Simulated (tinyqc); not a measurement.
# Gated two-dimensional channel with two bands, quantum capacitance: effects of single changes

phi is the Fermi level above the lowest band edge, in volts; Vg is counted from the gate voltage at which an empty channel would have phi = 0. The channel has no thickness; trap charge is -q Dit phi.

Values chosen for this exercise; lowest band close to that of a thin silicon body:

| symbol | value | unit | meaning |
|---|---|---|---|
| T | 300 | K | temperature |
| eox | 3.9 |  | relative permittivity of the gate insulator (close to silicon dioxide) |
| tox | 7 | nm | insulator thickness |
| md | 0.197 | m0 | in-plane mass |
| gv | 2 |  | valley degeneracy |
| m2 | 0.29 | m0 | in-plane mass of a second band, chosen freely |
| g2 | 4 |  | valley degeneracy of that band, chosen freely |
| E2 | 0.21 | eV | second band edge above the first |
| Dit | 0 | cm^-2 eV^-1 | density of traps |
| Vg | 0.57 | V | gate voltage |

Constants: q = 1.602176634e-19 C, kB = 1.380649e-23 J/K, hbar = 1.054571817e-34 J s, m0 = 9.1093837015e-31 kg, Vt = kB T/q, eps0 = 8.8541878128e-14 F/cm where lengths are in cm. Results are converted to the units shown.

Each table varies one quantity; the others keep the values above.

## Effect of the gate voltage

D1 = gv md m0 q/(pi hbar^2), D2 = g2 m2 m0 q/(pi hbar^2) per eV; n1 = D1 Vt ln(1 + exp(phi/Vt)), n2 = D2 Vt ln(1 + exp((phi - E2)/Vt)), n = n1 + n2; Cq = q dn/dphi = q [D1/(1 + exp(-phi/Vt)) + D2/(1 + exp((E2 - phi)/Vt))]. Cox = eps0 eox/tox; Vg = phi + q (n + Dit phi)/Cox. 1/C_G = 1/Cox + 1/(Cq + q Dit); dphi/dVg = Cox/(Cox + Cq + q Dit).

The same in every row: Cox (uF/cm^2) = 0.4933.

Results:
```
Vg (V)	phi (V)	n (cm^-2)	Cq (uF/cm^2)	C_G (uF/cm^2)	dphi/dVg	share of the second band (%)
-0.2	-0.2006	1.817e9	0.01126	0.01101	0.9777	0.08726
-0.09	-0.1097	6.069e10	0.3735	0.2125	0.5691	0.08787
0.02	-0.06984	2.766e11	1.660	0.3803	0.2291	0.09014
0.13	-0.05088	5.569e11	3.236	0.4280	0.1323	0.09320
0.36	-0.02907	1.198e12	6.472	0.4584	0.07082	0.1007
0.47	-0.02199	1.515e12	7.902	0.4643	0.05876	0.1047
0.58	-0.01600	1.835e12	9.242	0.4683	0.05067	0.1090
0.69	-0.01076	2.158e12	10.49	0.4712	0.04489	0.1136
0.8	-0.006071	2.482e12	11.66	0.4733	0.04058	0.1184
```

Estimate the missing row, Vg = 0.24 V.

Computed row:
```
Vg (V)	phi (V)	n (cm^-2)	Cq (uF/cm^2)	C_G (uF/cm^2)	dphi/dVg	share of the second band (%)
0.24	-0.03876	8.583e11	4.818	0.4475	0.09288	0.09664
```

With this row back in the table: As Vg goes from -0.2 to 0.8, Cq rises from 0.0113 to 11.7 uF/cm^2, C_G/Cox rises from 0.0223 to 0.959 and n rises from 1.82e9 to 2.48e12 cm^-2. Cq is below Cox for Vg = -0.2, -0.09; there the density of states limits the response dn/dVg more than the insulator does.

## Effect of the insulator thickness

Same model as above.

Results:
```
tox (nm)	phi (V)	n (cm^-2)	Cq (uF/cm^2)	Cox (uF/cm^2)	C_G (uF/cm^2)	dphi/dVg	share of the second band (%)
0.5	0.1165	1.955e13	28.11	6.906	5.544	0.1972	1.698
0.9	0.07068	1.196e13	25.11	3.837	3.328	0.1325	0.4772
2.9	0.01283	4.141e12	16.43	1.191	1.110	0.06758	0.1473
5.2	-0.007311	2.393e12	11.35	0.6641	0.6274	0.05527	0.1170
9.3	-0.02487	1.379e12	7.300	0.3713	0.3533	0.04840	0.1030
17	-0.04165	7.754e11	4.394	0.2031	0.1942	0.04418	0.09568
30	-0.05671	4.502e11	2.648	0.1151	0.1103	0.04166	0.09202
```

Estimate the missing row, tox = 1.6 nm.

Computed row:
```
tox (nm)	phi (V)	n (cm^-2)	Cq (uF/cm^2)	Cox (uF/cm^2)	C_G (uF/cm^2)	dphi/dVg	share of the second band (%)
1.6	0.03810	7.165e12	21.56	2.158	1.962	0.09101	0.2263
```

With this row back in the table: As tox goes from 0.5 to 30, Cq falls from 28.1 to 2.65 uF/cm^2, C_G/Cox rises from 0.803 to 0.958 and n falls from 1.95e13 to 4.50e11 cm^-2. Cq exceeds Cox in every row, so the insulator is the tighter limit, though Cq still cuts C_G by up to 20 %. With the insulator thinned by a factor of 60.0, the charge grows only by 43.4 while Cox grows by 60.0.

Program tinyqc, `OMP_NUM_THREADS=1 python tinyqc.py 2200114 2200115 out.jsonl`; Intel Xeon 2.30GHz, shared host, one thread, about 0.01 s.
